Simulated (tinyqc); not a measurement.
Which mechanism rules? Model: leakage currents through a thin dielectric. Computed by tinyqc, a small Python program. Command: `OMP_NUM_THREADS=1 python tinyqc.py 3011107 3011108 out.jsonl leak walk`. One thread of a shared host (Intel(R) Xeon(R) Processor @ 2.30GHz), about 0.01 s of CPU time with the checks.

Electrons leave an electrode with Fermi energy E_F above its band bottom; barriers are counted from the Fermi level, and both electrodes are alike.

Inputs (values chosen for the exercise, modelled on Al2O3):

| quantity | value | unit |
|---|---|---|
| barrier height phi_B | 2.79 | eV |
| tunnelling mass m | 0.26 | m_0 |
| optical permittivity k_o | 3.19 | - |
| trap depth phi_t | 1.6 | eV |
| Poole-Frenkel prefactor sigma_0 | 2.7e-07 | S/cm |
| thickness t | 6.1 | nm |
| electrode Fermi energy E_F | 0.21 | eV |
| electrode mass m_e | 0.5 | m_0 |
| voltage V | 1.8 | V |
| temperature T | 398 | K |

Stack: single layer.

Constants: e = 1.602176634e-19 C; eps_0 = 8.8541878128e-12 F/m; k_B = 8.617333262e-05 eV/K; m_0 = 9.1093837015e-31 kg; k_B = 1.380649e-23 J/K; h = 6.62607015e-34 J s; hbar = 1.054571817e-34 J s.

Method:
- Field F = V/t; equivalent oxide thickness 3.9 t/k.
- WKB: a layer of mass m, field F and barrier b(x) = b_0 - e F x gives the exponent (4 sqrt(2 m)/(3 hbar e F)) [b_0^(3/2) - max(b_0 - e F t, 0)^(3/2)] for b_0 > 0; b_0 = barrier - (E - E_F); the transmission is D(E) = exp(-sum of exponents), without image force.
- Tsu-Esaki: J = (e m_e k_B T/(2 pi^2 hbar^3)) int D(E) ln[(1 + exp((E_F - E)/k_B T))/(1 + exp((E_F - eV - E)/k_B T))] dE over the normal energy E (its change with the mass at an interface is neglected) from max(0, E_F - 3 eV) to E_F + largest barrier, by 100 Gauss-Legendre points in each part, split at E_F - 0.3 eV (if inside the range) and E_F + 8 k_B T.
- Schottky emission J = A T^2 exp(-(phi_B - sqrt(e^3 F/(4 pi k_o eps_0)))/k_B T), A = 4 pi e m k_B^2/h^3 with the tunnelling mass; Poole-Frenkel J = sigma_0 F exp(-(phi_t - sqrt(e^3 F/(pi k_o eps_0)))/k_B T); both use the field F of the dielectric.

Current densities (A/cm^2):

| V (V) | F (MV/cm) | tunnelling | Schottky | Poole-Frenkel |
|---|---|---|---|---|
| 0.36 | 0.5902 | 3.0694e-15 | 2.7054e-27 | 1.1898e-17 |
| 0.63 | 1.0328 | 1.1878e-14 | 1.2576e-26 | 4.4994e-16 |
| 0.90 | 1.4754 | 4.8476e-14 | 4.2986e-26 | 7.5095e-15 |
| 1.30 | 2.1311 | 4.3753e-13 | 1.9631e-25 | 2.2623e-13 |
| 1.50 | 2.4590 | 1.3992e-12 | 3.8393e-25 | 9.9844e-13 |
| 1.80 | 2.9508 | 8.8189e-12 | 9.7033e-25 | 7.6530e-12 |
| 2.20 | 3.6066 | 1.3085e-10 | 2.9832e-24 | 8.8409e-11 |
| 2.70 | 4.4262 | 8.1006e-09 | 1.0606e-23 | 1.3716e-09 |

What does the comparison show, and why?

The largest current is tunnelling from 0.360 to 2.70 V. Over the table tunnelling grows by 6.4 decades, Schottky by 3.6 and Poole-Frenkel by 8.1. A plot of ln(J/F) against sqrt(F) for the Poole-Frenkel column has the slope 12.39 per sqrt(MV/cm), from which k_o follows; reading it as Schottky emission would give about k_o/4.

Extremes, crossings and ranges named in words are read from the listed rows.
